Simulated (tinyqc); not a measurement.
Comparisons within one model: tunnelling through a thin dielectric with one trap, as a tight-binding chain. A value that a table varies takes the place of the one given here.

Hopping -t everywhere, t = c/(m a^2), c = hbar^2/2m0; lead sites at 2t (band bottom 0), barrier sites 1 to N at 2t + phi, and site j has U besides. No voltage. Leads give S = -t exp(ika) on sites 1 and N, cos(ka) = 1 - E/(2t). T = (2 t sin(ka))^2 |G_1N|^2, G = (E - H - S)^-1. In the barrier cosh(q a) = 1 + (phi - E)/(2t).

Resonance: the lowest eigenvalue of H + S(E), iterated until its real part equals E (40 rounds from Eb = phi + 2t - sqrt(4t^2 + U^2), the level in an endless barrier). With v the normalised squared amplitudes of that state, Gamma_L = 2 t sin(ka) v_1, Gamma_R = 2 t sin(ka) v_N; Breit-Wigner T = Gamma_L Gamma_R/((E - Er)^2 + (Gamma_L + Gamma_R)^2/4).

Constants: hbar^2/2m0 = 3.80998211 eV angstrom^2.

Values chosen for the exercise (barrier and mass of the size used for HfO2 on silicon; not measured data):

| symbol | value | unit | meaning |
|---|---|---|---|
| a | 3 | angstrom | site spacing |
| m | 0.19 | m0 | mass, the same in leads and barrier |
| phi | 1.48 | eV | conduction edge of the barrier above that of the leads |
| N | 10 |  | barrier sites |
| j | 5 |  | site of the trap |
| U | -2.88 | eV | extra energy on the trap site |
| E | 0.35 | eV | electron energy |

## Transmission around the level

Er = 0.62955 eV

widths (meV): left 13.100, right 3.8820

Energies Er + x (Gamma_L + Gamma_R).

T:

| x | E (eV) | chain | Breit-Wigner | no trap |
|---|---|---|---|---|
| -8.0 | 0.4937 | 0.00131 | 0.00274 | 7.84e-06 |
| -3.0 | 0.5786 | 0.0146 | 0.0191 | 1.44e-05 |
| -1.0 | 0.6126 | 0.130 | 0.141 | 1.83e-05 |
| -0.5 | 0.6211 | 0.339 | 0.353 | 1.95e-05 |
| 0.0 | 0.6295 | 0.705 | 0.705 | 2.07e-05 |
| 0.5 | 0.6380 | 0.372 | 0.353 | 2.20e-05 |
| 1.0 | 0.6465 | 0.156 | 0.141 | 2.33e-05 |
| 3.0 | 0.6805 | 0.0255 | 0.0191 | 2.98e-05 |
| 8.0 | 0.7654 | 0.00580 | 0.00274 | 5.50e-05 |

What can be read from the table?

At Er the chain gives 0.705, 3.41e+04 times the value without trap, and Breit-Wigner 0.705. In the wings the single pole gives 2.1 times the chain value at x = -8 and 0.473 times at x = 8, because the widths and the level shift change with energy.

## Where a trap does most harm

The trap is moved through the barrier. The area under the resonance, 2 pi Gamma_L Gamma_R/(Gamma_L + Gamma_R), sets the current through it.

Against position:

| j | Er (eV) | Gamma_L (meV) | Gamma_R (meV) | peak | area (meV) |
|---|---|---|---|---|---|
| 3 | 0.6151 | 148 | 0.327 | 0.00878 | 2.05 |
| 4 | 0.6276 | 44.2 | 1.15 | 0.0987 | 7.03 |
| 5 | 0.6295 | 13.1 | 3.88 | 0.705 | 18.8 |
| 6 | 0.6295 | 3.88 | 13.1 | 0.705 | 18.8 |
| 7 | 0.6276 | 1.15 | 44.2 | 0.0987 | 7.03 |
| 8 | 0.6151 | 0.327 | 148 | 0.00878 | 2.05 |

What can be read from the table?

The area is largest at j = 5 and 6 (18.8 meV) and 9.17 times smaller at j = 3: the slower of the two steps limits the current, so traps in the middle carry most. Each site towards a lead multiplies its width by about 3.37, close to exp(2 q a) = 3.37 at Eb.

## Direct against trap-assisted paths

N odd, the trap in the middle, j = (N + 1)/2. Direct T is that without trap at the energy Er; area = 2 pi Gamma_L Gamma_R/(Gamma_L + Gamma_R). The exponents are the slopes of the logarithms between the last two rows, per angstrom.

Against thickness:

| N | N a (angstrom) | Er (eV) | direct T | area (meV) |
|---|---|---|---|---|
| 5 | 15.0 | 0.5849 | 0.00766 | 454 |
| 7 | 21.0 | 0.6232 | 0.000771 | 139 |
| 9 | 27.0 | 0.6290 | 6.96e-05 | 41.2 |
| 11 | 33.0 | 0.6300 | 6.15e-06 | 12.2 |
| 13 | 39.0 | 0.6302 | 5.41e-07 | 3.61 |
| 15 | 45.0 | 0.6303 | 4.75e-08 | 1.07 |
| 17 | 51.0 | 0.6303 | 4.17e-09 | 0.317 |

exponents (1/angstrom): direct 0.4054, through the trap 0.2027

How do the results move?

The direct path falls as exp(-0.405 d) and the path through a central trap as exp(-0.203 d), 2.00 times more slowly, since each step crosses half the layer. From 5 to 17 sites the first loses 6.3 decades and the second 3.2: in thicker layers even few traps rule the leakage. Inelastic capture with phonons is left out.

## What each parameter does

Resonance and log10 T at E. Each row changes one parameter from the base and keeps the others.

Results:

| case | Er (eV) | Gamma_L (meV) | Gamma_R (meV) | log10 T |
|---|---|---|---|---|
| base | 0.6295 | 13.10 | 3.882 | -3.884 |
| m = 0.175 m0 | 0.6873 | 18.37 | 5.938 | -3.818 |
| phi = 1.58 eV | 0.7302 | 13.18 | 3.906 | -4.363 |
| N = 11 | 0.6297 | 13.10 | 1.150 | -4.491 |
| j = 4 | 0.6276 | 44.22 | 1.148 | -3.872 |
| U = -2.794 eV | 0.6762 | 14.49 | 4.435 | -4.026 |

What can be read from the table?

The largest shifts from the base row, up to three for each result and ties (the steps differ in size, so this ranks the rows, not the parameters). Er (eV): phi +0.1007, m +0.0578, U +0.0467. Gamma_L (meV): j +31.1, m +5.27, U +1.39; unchanged at the printed digits by N. Gamma_R (meV): j -2.73, N -2.73, m +2.06. log10 T: N -0.607, phi -0.479, U -0.142.

(tinyqc, `OMP_NUM_THREADS=1 python tinyqc.py 1481185 1481186 out.jsonl`, Intel(R) Xeon(R) Processor @ 2.30GHz, 1 thread, shared host, about 0.07 s.)
